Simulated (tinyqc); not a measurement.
From Bragg frequency f_B back to velocity v_2: longitudinal sound in a periodic multilayer: transfer matrices, stop bands and folded phonons. Computed by tinyqc, a small Python program. Command: `OMP_NUM_THREADS=1 python tinyqc.py 3017573 3017574 out.jsonl multilayer inv`. One thread of a shared host (Intel(R) Xeon(R) Processor @ 2.30GHz), about 0.01 s of CPU time with the checks.

Layers 1 and 2 repeat with period d = d_1 + d_2; waves travel normal to the layers, without loss. State vector (u, s): displacement u and stress divided by omega. Impedances Z = rho v are in 1e6 kg/(m^2 s).

Inputs (values chosen for the exercise, modelled on silica (layer 1), platinum (layer 2) and silicon (substrate)):

| quantity | value | unit |
|---|---|---|
| density rho_1 | 2.16 | g/cm^3 |
| velocity v_1 | 6010 | m/s |
| thickness d_1 | 8.9 | nm |
| density rho_2 | 21.2 | g/cm^3 |
| thickness d_2 | 6.77 | nm |
| substrate density | 2.35 | g/cm^3 |
| substrate velocity | 8540 | m/s |

Method. Z = rho v; interface reflection r = (Z_2 - Z_1)/(Z_2 + Z_1) (stress amplitude, from 1 into 2); Bragg frequency f_B = 1/[2 (d_1/v_1 + d_2/v_2)]; long-wave velocity v_eff = d/sqrt[(d_1/v_1)^2 + (d_2/v_2)^2 + (Z_1/Z_2 + Z_2/Z_1)(d_1/v_1)(d_2/v_2)].

Problem. A run gave the result below. Find the velocity v_2, known to lie between 3200 and 8400 m/s.

Bragg frequency f_B = 168.7158 GHz

Solution.

Each step takes the trial c = (a f_b - b f_a)/(f_b - f_a), f being the result less the target and a, b, c the logarithms of the listed values; c replaces end b, the old b replaces a if the sign of f changed, and otherwise f_a is halved.

Scan of the range:

| velocity v_2 (m/s) | Bragg frequency f_B (GHz) |
|---|---|
| 3200 | 139.024 |
| 3760 | 152.374 |
| 4410 | 165.782 |
| 5180 | 179.352 |
| 6090 | 192.862 |
| 7150 | 205.955 |
| 8400 | 218.644 |

False position (Illinois rule, in the logarithm of the input) inside the bracket:

| step | end a | end b | trial | Bragg frequency f_B (GHz) |
|---|---|---|---|---|
| 1 | 4410.00 | 5180.00 | 4566.15 | 168.719 |
| 2 | 4410.00 | 4566.15 | 4565.85 | 168.713 |
| 3 | 4566.15 | 4565.85 | 4566.00 | 168.716 |

Bragg frequency f_B rises at every point of a 13-point scan of the range (every second point is shown), so one value fits; it is bracketed by 4410 and 5180. Answer: velocity v_2 = 4566 m/s.
